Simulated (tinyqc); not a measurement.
Bottom-up copper filling of a trench by curvature-enhanced accelerator coverage. Which input was changed? Computed by tinyqc, a small Python program. Command: `OMP_NUM_THREADS=1 python tinyqc.py 3006474 3006475 out.jsonl superfill which`. One thread of a shared host (Intel(R) Xeon(R) Processor @ 2.30GHz), about 0.5 s of CPU time with the checks.

A rectangular trench keeps vertical walls and a flat floor. An accelerator floats on the surface; where area is lost in the corners it is passed on to the floor.

Inputs (values chosen for the exercise, close to those used for damascene copper plating):

| quantity | value | unit |
|---|---|---|
| trench width w | 170 | nm |
| aspect ratio h/w | 1.2 | - |
| exchange current of the suppressed surface i_0 | 0.023 | mA/cm^2 |
| exchange current of the accelerated surface i_1 | 1.5 | mA/cm^2 |
| transfer coefficient alpha | 0.42 | - |
| overpotential eta | 0.098 | V |
| starting coverage theta_0 | 0.0063 | - |
| adsorption rate k_a | 0.0002 | 1/s |
| cupric ion concentration C | 0.58 | mol/l |
| diffusivity D | 4.1e-06 | cm^2/s |
| boundary layer delta | 48 | um |
| temperature T | 298 | K |

Constants: e = 1.602176634e-19 C; N_A = 6.02214076e+23 1/mol; k_B = 8.617333262e-05 eV/K.

Method. Kinetic current i_k = [i_0 (1 - theta) + i_1 theta] exp(alpha eta/(k_B T)), limit i_L = 2 F D C/delta, i = 1/(1/i_k + 1/i_L); velocity v = i Omega/(2F), Omega = 7.11 cm^3/mol, F = e N_A. Depletion inside the trench is ignored. Half width x, floor height y, depth h = aspect ratio x w. dx/dt = -v_s, dy/dt = v_b. d theta_b/dt = k_a (1 - theta_b) + [theta_s v_b + theta_b v_s]/x: the floor takes the accelerator of the wall it covers and keeps its own as it narrows. d theta_s/dt = k_a (1 - theta_s). theta_b is capped at 1. Integrate (tolerance 1e-9) until the walls meet (x = 0.02 w/2) or the floor passes the original mouth y = h. Start: x = w/2, y = 0, theta_b = theta_s = theta_0. Height filled = y/h, opening left = x/(w/2).

Task: One of these inputs alone was changed, within the range given: aspect ratio h/w (0.6 to 2.4); overpotential eta (0.05 to 0.196); starting coverage theta_0 (0.00315 to 0.0126); cupric ion concentration C (0.29 to 1.16). Which one, and to what value?

Results:

| run | ratio v(1)/v(theta_0) | opening left, as a share of w | share of the height filled from the floor |
|---|---|---|---|
| before | 43.14756 | 0.1612259 | 1 |
| after | 40.12597 | 0.1627729 | 1 |

Result:

Each candidate set to reproduce ratio v(1)/v(theta_0), and what it then gives:

| candidate | range searched | value needed | opening left, as a share of w | share of the height filled from the floor |
|---|---|---|---|---|
| aspect ratio h/w | 0.6 to 2.4 | no effect | - | - |
| overpotential eta (V) | 0.05 to 0.196 | 0.1424 | 0.14712 | 1 |
| starting coverage theta_0 | 0.00315 to 0.0126 | 0.007950 | 0.16277 | 1 |
| cupric ion concentration C (mol/l) | 0.29 to 1.16 | out of reach | - | - |

Only starting coverage theta_0 fits every result: it went from 0.0063 to 0.00795. The next best candidate, overpotential eta, misses one result by 9.6 %.

Caution: real profiles develop slanted corners, and accelerator is consumed; both are left out.
